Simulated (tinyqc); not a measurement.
Charge centroid from charge and shift.

Problem. A sheet of N electrons in the storage layer of a charge-trap cell shifts the threshold by U = (q/eps0) N (tb/eb + xc tn/en). Find xc and the distance xc tn from the blocking layer.

Values chosen for this exercise: storage layer tn = 5.5 nm; its relative permittivity en = 7.6; blocking layer tb = 13.7 nm; its relative permittivity eb = 9.

Constants: q = 1.602176634e-19 C, eps0 = 8.8541878128e-14 F/cm where lengths are in cm. Results are converted to the units shown.

N = 4.8e12 cm^-2
U = 1.5232923 V

Answer. U eps0/(q N) is the electrical distance from the gate; subtract that of the blocking layer.

xc = 0.320
distance = 1.76 nm

Computed by the program tinyqc: `OMP_NUM_THREADS=1 python tinyqc.py 2130132 2130133 out.jsonl`, one thread of a shared Intel Xeon 2.30GHz, about 0.06 s for the whole run.
